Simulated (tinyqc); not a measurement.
Spin coating of a resist or spin-on film: centrifugal thinning, evaporation and the final thickness (Emslie and Meyerhofer models). From dry film back to solids volume fraction c0. Computed by tinyqc, a small Python program. Command: `OMP_NUM_THREADS=1 python tinyqc.py 3112390 3112391 out.jsonl spincoat inv`. One thread of a shared host (Intel(R) Xeon(R) Processor @ 2.30GHz), about 0.3 s of CPU time with the checks.

A Newtonian film stays uniform over the wafer; solvent and solids have the same density and the concentration is uniform through the thickness.

Inputs (values chosen for the exercise, of the order of those of a polymer resist in an ester solvent):
```
quantity                                 value          unit
kinematic viscosity of the solvent nu_s   0.67        mm^2/s
viscosity constant k                       440        mm^2/s
viscosity exponent gamma                     2             -
spin speed f                              1000           rpm
evaporation rate at 1000 rpm e0           0.31  micrometre/s
starting thickness h0                      400    micrometre
shrinkage in the bake                      9.4             %
```

Method:
- omega = 2 pi f/60; nu(c) = nu_s + k c^gamma; evaporation rate e = e0 sqrt(f/1000 rpm).
- Full model for solids s and liquid l per area, h = s + l, c = s/h: ds/dt = -c Q, dl/dt = -(1 - c) Q - e, Q = 2 omega^2 h^3/(3 nu(c)); integrated adaptively (relative tolerance 1e-9) until l = 0.
- Dry film = s at l = 0, before the bake; film after the bake = s x (1 - shrinkage).

Problem. A run gave the result below. Find the solids volume fraction c0, known to lie between 0.1 and 0.27.

dry film = 1272.543 nm

Solution.

Each step takes the trial c = (a f_b - b f_a)/(f_b - f_a), f being the result less the target and a, b, c the logarithms of the listed values; c replaces end b, the old b replaces a if the sign of f changed, and otherwise f_a is halved.

Scan of the range:
```
solids volume fraction c0  dry film (nm)
0.100                             701.00
0.118                             915.22
0.139                            1194.41
0.164                            1565.70
0.194                            2064.05
0.229                            2714.44
0.270                            3566.03
```

False position (Illinois rule, in the logarithm of the input) inside the bracket:
```
step     end a     end b     trial  dry film (nm)
1     0.139000  0.164000  0.143923        1264.25
2     0.164000  0.143923  0.144441        1271.69
3     0.164000  0.144441  0.144547        1273.22
4     0.144441  0.144547  0.144500        1272.54
5     0.144547  0.144500  0.144500        1272.54
```

dry film rises at every point of a 13-point scan of the range (every second point is shown), so one value fits; it is bracketed by 0.139 and 0.164. Answer: solids volume fraction c0 = 0.1445.
